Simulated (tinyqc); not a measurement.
Bandgap voltage reference from two bipolar transistors: output against temperature.

Two transistors of area 1 and N carry the same current I. Is(T) = Is (T/T0)^eta exp[(Vg0 q/kB)(1/T0 - 1/T)], VBE1 = Vt ln(I/Is(T)) + I rb, VBE2 = Vt ln(I/(N Is(T))) + I rb/N. The amplifier forces I R1(T) = VBE1 - VBE2 + Vos, with R(T) = R (1 + tc (T - T0)) for both resistors, and the output is Vref = VBE1 + I R2(T). Base currents and the Early effect are neglected.

Vt = kB T/q; I = (Vt ln N + Vos)/(R1(T) - rb (1 - 1/N)).

Inputs (values chosen for the exercise); values of the order met in silicon bipolar transistors:
- T0 = 323 K (reference temperature)
- Vg0 = 1.14 V (band-gap voltage extrapolated to 0 K)
- eta = 3.1 (temperature exponent of the saturation current)
- Is = 1.1e-17 A (saturation current of the unit transistor at T0)
- N = 8 (area ratio of the second transistor)
- R1 = 33 kohm (resistor across which the difference of VBE falls, at T0)
- tc = 0 ppm/K (temperature coefficient of both resistors)
- Vos = -0.1 mV (offset of the amplifier)
- rb = 0 ohm (series resistance of the unit transistor)
- R2 = 282.2 kohm (output resistor at T0)

Constants: q = 1.602176634e-19 C, kB = 1.380649e-23 J/K. Results are converted to the units shown.

Results:
```
T (K)  I (uA)  VBE1 (V)  I R2 (V)  Vref (V)  Vref - Vref(T0) (mV)  dVref/dT (uV/K)
218     1.181    0.8706    0.3332     1.204                -8.198            116.0
233     1.262    0.8493    0.3562     1.205                -6.550            103.9
253     1.371    0.8206    0.3868     1.207                -4.622            89.03
273     1.479    0.7916    0.4175     1.209                -2.981            75.26
298     1.615    0.7549    0.4558     1.211                -1.301            59.41
323     1.751    0.7179    0.4941     1.212                     0            44.83
348     1.887    0.6806    0.5324     1.213                0.9500            31.34
373     2.022    0.6429    0.5707     1.214                 1.575            18.78
423     2.294    0.5666    0.6473     1.214                 1.933           -3.980
```

Estimate the missing row, T = 398 K.

Computed row:
```
T (K)  I (uA)  VBE1 (V)  I R2 (V)  Vref (V)  Vref - Vref(T0) (mV)  dVref/dT (uV/K)
398     2.158    0.6049    0.6090     1.214                 1.896            7.045
```

With this row back in the table: VBE1 falls by 1.48 mV/K on average and I R2 rises by 1.53 mV/K. The slope of Vref vanishes at T = 414 K. Between 233 and 398 K Vref spans 8.45 mV, or 42.3 ppm/K by the box method (span over the average over T, over 165 K).

Program tinyqc, `OMP_NUM_THREADS=1 python tinyqc.py 2062206 2062207 out.jsonl`; Intel Xeon 2.30GHz, shared host, one thread, about 0.02 s.
